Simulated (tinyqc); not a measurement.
Effective mass of the conduction band from tabulated energies: one step. The non-parabolic form. Three cases, with inputs chosen for the exercise.

Question. E (1 + alpha E) = c k^2/m means that y = c k^2/E is a straight line in E with intercept m and slope m alpha. Fit the line by unweighted least squares over points 1 to 8, E in eV.

c = hbar^2/2m0.
Constants: hbar^2/2m0 = 3.80998211 eV angstrom^2.

Give: y; m; alpha.

Case 1.

Energies along [100], from the band edge:
```
k (1/angstrom)     E (meV)
0.0000000         0.000000
0.0097000         5.430700
0.0194000        21.519400
0.0291000        47.694600
0.0388000        83.114400
0.0485000       126.790000
0.0582000       177.697700
0.0679000       234.861100
0.0776000       297.398100
```

reference mass (curvature of the model at k = 0.0001 1/angstrom) = 0.0658000 m0

Answer.

y (m0): 0.06601  0.06663  0.06765  0.06901  0.07068  0.07263  0.07479  0.07715

m = 0.06582 m0
alpha = 0.580 1/eV

The intercept errs by +0.04 %. The model has Eg = 1.489 eV, and for two bands alpha is near 1/Eg = 0.67 1/eV.

Case 2.

Energies along [110], from the band edge:
```
k (1/angstrom)    E (meV)
0.0000000        0.000000
0.0015000        0.624200
0.0030000        2.478600
0.0045000        5.511600
0.0060000        9.644600
0.0075000       14.781800
0.0090000       20.819000
0.0105000       27.652000
0.0120000       35.181700
```

reference mass (curvature of the model at k = 0.0001 1/angstrom) = 0.0137002 m0

Answer.

y (m0): 0.01373  0.01383  0.01400  0.01422  0.01450  0.01482  0.01519  0.01559

m = 0.01370 m0
alpha = 3.930 1/eV

The intercept errs by +0.01 %. The model has Eg = 0.239 eV, and for two bands alpha is near 1/Eg = 4.18 1/eV.

Case 3.

Energies along [100], from the band edge:
```
k (1/angstrom)    E (meV)
0.0000000        0.000000
0.0041000        1.614200
0.0082000        6.419900
0.0123000       14.310600
0.0164000       25.121400
0.0205000       38.644700
0.0246000       54.647500
0.0287000       72.887100
0.0328000       93.123800
```

reference mass (curvature of the model at k = 0.0001 1/angstrom) = 0.0396000 m0

Answer.

y (m0): 0.03968  0.03990  0.04028  0.04079  0.04143  0.04219  0.04306  0.04402

m = 0.03960 m0
alpha = 1.197 1/eV

The intercept errs by 0.00 %. The model has Eg = 0.806 eV, and for two bands alpha is near 1/Eg = 1.24 1/eV.

Computed by tinyqc, one run a case: `OMP_NUM_THREADS=1 python tinyqc.py N N+1 out.jsonl` with N = 1850002, 1850029, 1850433; one thread of a shared Intel(R) Xeon(R) Processor @ 2.30GHz, about 0.01 s a run at most.
